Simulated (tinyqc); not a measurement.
From critical angle of the film back to film density rho: X-ray reflectivity of a thin film on silicon: critical angles, Parratt recursion, fringes and roughness. Computed by tinyqc, a small Python program. Command: `OMP_NUM_THREADS=1 python tinyqc.py 3120725 3120726 out.jsonl xrr inv`. One thread of a shared host (Intel(R) Xeon(R) Processor @ 2.30GHz), about 0.01 s of CPU time with the checks.

n = 1 - delta + i beta; the classical electron radius is r_e = 2.8179403e-6 nm. Layer 0 is vacuum, 1 the film, 2 the substrate.

Inputs (values chosen for the exercise, modelled on Si3N4 on silicon, copper K-alpha radiation):

| quantity | value | unit |
|---|---|---|
| wavelength lambda | 0.15406 | nm |
| effective electrons per unit mass, film | 0.498 | mol/g |
| beta/delta, film | 0.017 | - |
| substrate density | 2.33 | g/cm^3 |
| effective electrons per unit mass, substrate | 0.507 | mol/g |
| beta/delta, substrate | 0.023 | - |

Constants: N_A = 6.02214076e+23 1/mol.

Method. delta = r_e lambda^2 rho_e/(2 pi), rho_e = density x electrons per mass x N_A; critical angle sqrt(2 delta), q_c = 4 sqrt(pi r_e rho_e).

Task: A run gave the result below. Find the film density rho, known to lie between 2.2 and 5 g/cm^3.

critical angle of the film = 0.2361653 degrees

Result:

Each step takes the trial c = (a f_b - b f_a)/(f_b - f_a), f being the result less the target and a, b, c the logarithms of the listed values; c replaces end b, the old b replaces a if the sign of f changed, and otherwise f_a is halved.

Scan of the range:

| film density rho (g/cm^3) | critical angle of the film (degrees) |
|---|---|
| 2.20 | 0.214736 |
| 2.52 | 0.229823 |
| 2.89 | 0.246118 |
| 3.32 | 0.263793 |
| 3.80 | 0.282218 |
| 4.36 | 0.302299 |
| 5.00 | 0.323727 |

False position (Illinois rule, in the logarithm of the input) inside the bracket:

| step | end a | end b | trial | critical angle of the film (degrees) |
|---|---|---|---|---|
| 1 | 2.52000 | 2.89000 | 2.65802 | 0.236033 |
| 2 | 2.89000 | 2.65802 | 2.66094 | 0.236163 |
| 3 | 2.89000 | 2.66094 | 2.66106 | 0.236168 |
| 4 | 2.66094 | 2.66106 | 2.66100 | 0.236165 |

Critical angle of the film rises at every point of a 13-point scan of the range (every second point is shown), so one value fits; it is bracketed by 2.52 and 2.89. The scan shows a pure power law with exponent 0.5000, so scaling from any one row also gives the answer directly. Answer: film density rho = 2.661 g/cm^3.
